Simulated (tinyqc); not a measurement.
Inside a calculation. Model: solubility, supersaturation, precipitation and gettering of an impurity in a silicon-like host. Computed by tinyqc, a small Python program that keeps every step. Command: `OMP_NUM_THREADS=1 python tinyqc.py 3005501 3005502 out.jsonl ripen walk`. One thread of a shared host (Intel(R) Xeon(R) Processor @ 2.30GHz), about 0.01 s of CPU time with the checks. Intermediate numbers are printed to about 6 digits and carried at full precision; extremes and crossings named in words are read from the listed rows.

The wafer was saturated at T1 and is then held at T.

Inputs (values chosen for the exercise, for a model impurity):
```
quantity                                   value        unit
site density N0                            5e+22      1/cm^3
enthalpy of solution H                      1.64          eV
entropy of solution S                       0.59         k_B
diffusion prefactor D0                      0.13      cm^2/s
migration energy Q                          2.35          eV
temperature of saturation T1                1450           K
anneal temperature T                        1214           K
sink density n                           3.6e+10      1/cm^3
initial sink radius r0                       2.5          nm
impurity density in the precipitate C_p  4.2e+22      1/cm^3
interface energy gamma                      0.44       J/m^2
anneal time t                              13000           s
wafer thickness w                            200  micrometre
```

Gettering: relaxation gettering at sinks.

Constants: k_B = 8.617333262e-05 eV/K; k_B = 1.380649e-23 J/K.

## Solubility, diffusivity, supersaturation

C_eq(T) = N0 exp(S/k_B - H/(k_B T)); D(T) = D0 exp(-Q/(k_B T)); C0 = C_eq(T1). Supersaturation s = C0/C_eq(T); critical radius r* = 2 gamma/(C_p k_B T ln s); barrier W* = (4 pi/3) gamma r*^2. Strain energy is left out.

C0 = 1.79904e+17 1/cm^3

C_eq(T) = 1.40261e+16 1/cm^3

D(T) = 2.28137e-11 cm^2/s

supersaturation s = 12.8264

critical radius r* = 0.489931 nm

W*/(k_B T) = 26.3943

Sinks of radius r0 are above r* and grow. The barrier is low enough for new nuclei to form. Caution: the barrier to homogeneous nucleation is below 35 k_B T for these inputs, so new precipitates would form and outnumber the fixed sinks assumed here.

## Ham's law for sinks of fixed radius

tau0 = 1/(4 pi n r0 D); C_fixed(t) = C_eq + (C0 - C_eq) exp(-t/tau0). If all excess precipitates, the final radius is r_f = [r0^3 + 3 (C0 - C_eq)/(4 pi n C_p)]^(1/3), with tau_f = 1/(4 pi n r_f D).

tau0 = 387572 s

C_fixed(t) = 1.74432e+17 1/cm^3

final radius r_f = 29.7031 nm

tau_f = 32620.5 s

The sinks grow 11.9 times, so the fixed radius underrates the later rate.

## Growing precipitates

Growing sinks: with y = r/r_f and y0 = r0/r_f, dy/dt = (1 - y^3)/(3 tau_f y), which integrates to t/tau_f = F(y) - F(y0), F(y) = (1/2) ln[(1 + y + y^2)/(1 - y)^2] - sqrt(3) arctan[(2y + 1)/sqrt(3)]; the share of the excess left is (1 - y^3)/(1 - y0^3), and C(t) = C_eq + (C0 - C_eq) x share.

radius at t = 15.0878 nm

share of the excess left = 0.869459

C(t) with growing sinks = 1.58250e+17 1/cm^3

13.1 % of the excess has precipitated.

## Denuded zone

Near a surface held at C_eq(T) the excess decays by out-diffusion over sqrt(D t) and by capture over L_s = sqrt(D tau_f) = (4 pi n r_f)^(-1/2); the shorter length sets the depth from which the surface draws.

sqrt(D t) = 5.44589 micrometre

capture length L_s = 8.62666 micrometre

L_s/w = 0.0431333

In the time given a surface draws only from within about sqrt(D t), which is shorter than L_s; in a longer anneal the sinks would keep this depth to about L_s.

## The best anneal temperature for the time t

C_eq(T) = N0 exp(S/k_B - H/(k_B T)); D(T) = D0 exp(-Q/(k_B T)); C0 = C_eq(T1). r_f = [r0^3 + 3 (C0 - C_eq)/(4 pi n C_p)]^(1/3), tau_f = 1/(4 pi n r_f D).

Dissolved share after t:
```
T (K)      C_eq/C0    tau_f (s)   C(t)/C0
652    1.05541e-07  8.14409e+12  1.000000
754    5.47408e-06  2.84139e+10  1.000000
870    1.58450e-04  2.28673e+08  0.999995
986    2.07764e-03  5.72718e+06  0.999804
1102   1.58471e-02  3.13017e+05  0.994272
1218   8.20833e-02  3.03459e+04  0.867948
1320   2.74549e-01  5.81787e+03  0.424102
1392   5.78753e-01  2.39491e+03  0.582558
```

The lowest dissolved share among these rows is 0.42 at 1320 K. Above it solubility sets the floor; below it diffusion is too slow for this time. Solubility falls with H = 1.64 eV and diffusion with Q = 2.35 eV.

Checks made by the program: radius against numerical integration (relative difference 2e-10).
